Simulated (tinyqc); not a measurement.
Fermi-Dirac statistics of conduction electrons: one step. Reduced Fermi level by five rules. Four cases, with inputs chosen for the exercise.

Problem. Find eta = (EF - Ec)/kT by each rule.

F_j(eta) = (1/Gamma(j + 1)) integral_0^infinity x^j dx/(1 + exp(x - eta)), which tends to exp(eta) for eta << 0.

With u = n/Nc: Boltzmann eta = ln u; Joyce-Dixon eta = ln u + u/sqrt(8) - 4.95009e-3 u^2 + 1.48386e-4 u^3 - 4.42563e-6 u^4; Nilsson eta = ln u/(1 - u^2) + v/(1 + (0.24 + 1.08 v)^-2) with v = (3 sqrt(pi) u/4)^(2/3); fully degenerate limit eta = v; exact: F_1/2(eta) = u.

Give: eta.

Case 1.

u = n/Nc = 1.693757

Solution.

eta: Boltzmann 0.527, Joyce-Dixon 1.112, Nilsson 1.117, degenerate 1.718, exact 1.112

Against the exact value the errors are Boltzmann -0.585, Joyce-Dixon 0.000, Nilsson +0.005, degenerate limit +0.606 (in kT).

Case 2.

u = n/Nc = 0.5904089

Solution.

eta: Boltzmann -0.527, Joyce-Dixon -0.320, Nilsson -0.321, degenerate 0.851, exact -0.320

Against the exact value the errors are Boltzmann -0.207, Joyce-Dixon 0.000, Nilsson -0.001, degenerate limit +1.171 (in kT).

Case 3.

u = n/Nc = 5.814728

Solution.

eta: Boltzmann 1.760, Joyce-Dixon 3.673, Nilsson 3.669, degenerate 3.909, exact 3.674

Against the exact value the errors are Boltzmann -1.913, Joyce-Dixon -0.001, Nilsson -0.005, degenerate limit +0.236 (in kT).

Case 4.

u = n/Nc = 0.08482032

Solution.

eta: Boltzmann -2.467, Joyce-Dixon -2.437, Nilsson -2.440, degenerate 0.233, exact -2.437

Against the exact value the errors are Boltzmann -0.030, Joyce-Dixon 0.000, Nilsson -0.002, degenerate limit +2.671 (in kT).

Computed by tinyqc, one run a case: `OMP_NUM_THREADS=1 python tinyqc.py N N+1 out.jsonl` with N = 1680408, 1680579, 1680607, 1681156; one thread of a shared Intel(R) Xeon(R) Processor @ 2.30GHz, about 0.01 s a run at most.
